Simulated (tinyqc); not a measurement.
Energy and delay of logic against supply voltage: energy and delay against supply voltage.

One expression serves below and above threshold: I(Vg) = Ik [ln(1 + exp((Vg - VT + dd V)/(al nf Vt)))]^al, with I_on = I(V) and I_off = I(0). Gate delay td = kd C V/I_on, clock period LD td. Per gate and cycle the switching energy is act C V^2 and the leakage energy I_off V LD td. No short-circuit current, no variation. Minima are sought above 0.09 V; below a few Vt gates no longer switch and the model has no meaning.

EDP = energy times td.

Parameters, values chosen for the exercise; values of the order met in logic technologies: temperature T = 300 K; threshold voltage at zero drain bias VT = 0.36 V; slope factor nf = 1.14; barrier lowering per volt of supply dd = 0.1; specific current of a gate Ik = 0.6 uA; exponent of the current law al = 1.42; load capacitance of a gate C = 1.3 fF; delay factor kd = 1.1; logic depth LD = 40; activity factor act = 0.01.

Constants: q = 1.602176634e-19 C, kB = 1.380649e-23 J/K, Vt = kB T/q. Results are converted to the units shown.

Result of one run:

| V (V) | I_on (uA) | I_off (nA) | td (ps) | switching (aJ) | leakage (aJ) | energy (aJ) | EDP (fJ ps) |
|---|---|---|---|---|---|---|---|
| 1.09 | 42.37 | 0.1198 | 36.78 | 15.45 | 0.1922 | 15.64 | 0.5752 |

What becomes of these results when the supply voltage V is changed from 1.09 to 0.97 V, all else the same?

Result of the changed run:

| V (V) | I_on (uA) | I_off (nA) | td (ps) | switching (aJ) | leakage (aJ) | energy (aJ) | EDP (fJ ps) |
|---|---|---|---|---|---|---|---|
| 0.97 | 33.23 | 0.07979 | 41.74 | 12.23 | 0.1292 | 12.36 | 0.5160 |

The whole series:

| V (V) | I_on (uA) | I_off (nA) | td (ps) | switching (aJ) | leakage (aJ) | energy (aJ) | EDP (fJ ps) |
|---|---|---|---|---|---|---|---|
| 0.17 | 0.001674 | 0.005291 | 1.452e5 | 0.3757 | 5.224 | 5.599 | 812.9 |
| 0.28 | 0.08551 | 0.007685 | 4682 | 1.019 | 0.4030 | 1.422 | 6.659 |
| 0.4 | 1.662 | 0.01155 | 344.1 | 2.080 | 0.06357 | 2.144 | 0.7376 |
| 0.51 | 5.584 | 0.01677 | 130.6 | 3.381 | 0.04468 | 3.426 | 0.4475 |
| 0.63 | 11.41 | 0.02519 | 78.96 | 5.160 | 0.05013 | 5.210 | 0.4114 |
| 0.74 | 17.72 | 0.03658 | 59.73 | 7.119 | 0.06468 | 7.183 | 0.4291 |
| 0.86 | 25.45 | 0.05495 | 48.31 | 9.615 | 0.09133 | 9.706 | 0.4689 |
| 0.97 | 33.23 | 0.07979 | 41.74 | 12.23 | 0.1292 | 12.36 | 0.5160 |
| 1.09 | 42.37 | 0.1198 | 36.78 | 15.45 | 0.1922 | 15.64 | 0.5752 |
| 1.2 | 51.31 | 0.1740 | 33.45 | 18.72 | 0.2793 | 19.00 | 0.6354 |

td falls from 1.45e5 to 33.4 ps; the energy goes from 5.60 through a minimum of 1.42 (at V = 0.28 V among the rows listed) to 19.0 aJ and the EDP goes from 813 through a minimum of 0.411 (at V = 0.63 V among the rows listed) to 0.635 fJ ps. The exact minima lie at V = 0.287 V for the energy and 0.623 V for the EDP. Going from 1.2 V to the energy minimum saves a factor of 13.4 in energy and costs a factor of 113 in delay. Below the minimum the leakage energy rises faster than the switching energy falls, because the clock period grows so steeply.

Computed by the program tinyqc: `OMP_NUM_THREADS=1 python tinyqc.py 2082180 2082181 out.jsonl`, one thread of a shared Intel Xeon 2.30GHz, about 0.01 s for the whole run.
